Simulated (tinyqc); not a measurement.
From results back to parameters: polytypes by hexagonality, and a cubic inclusion as a quantum well. Three cases, with inputs chosen for the exercise.

Problem. A square well of depth V with masses m_w inside and m_b outside (first and second entry of m) binds its lowest level at the given depth below the barrier: k tan(k L/2) = (m_w/m_b) q, k = sqrt(m_w E/c), q = sqrt(m_b (V - E)/c), c = hbar^2/2m0. How many double layers wide is it?

Constants: hbar^2/2m0 = 3.80998211 eV angstrom^2.

Case 1.

Values chosen (out of a larger set: of the order of those of GaN; not measured data): m = (0.197, 0.203) m0 (electron mass along c in the cubic layer and in the host); d = 2.585 angstrom (thickness of a double layer).

V = 0.33300 eV
depth V - E = 0.12883 eV

Case 2.

Values chosen (out of a larger set: of the order of those of GaN; not measured data): m = (0.205, 0.187) m0 (electron mass along c in the cubic layer and in the host); d = 2.59 angstrom (thickness of a double layer).

V = 0.26600 eV
depth V - E = 0.02099 eV

Case 3.

Values chosen (out of a larger set: of the order of those of GaAs; not measured data): m = (0.069, 0.067) m0 (electron mass along c in the cubic layer and in the host); d = 3.255 angstrom (thickness of a double layer).

V = 0.11500 eV
depth V - E = 0.04589 eV

Find: k; q; L; N.

Solution. L = (2/k) arctan((m_w/m_b) q/k), and N = L/d.

Case 1.

k = 0.1027 1/angstrom
q = 0.0829 1/angstrom
L = 12.93 angstrom
N = 5.0

Case 2.

k = 0.1148 1/angstrom
q = 0.0321 1/angstrom
L = 5.18 angstrom
N = 2.0

Case 3.

k = 0.0354 1/angstrom
q = 0.0284 1/angstrom
L = 39.06 angstrom
N = 12.0

Computed by tinyqc, one run a case: `OMP_NUM_THREADS=1 python tinyqc.py N N+1 out.jsonl` with N = 1880196, 1880218, 1880235; one thread of a shared Intel(R) Xeon(R) Processor @ 2.30GHz, about 0.08 s a run at most.
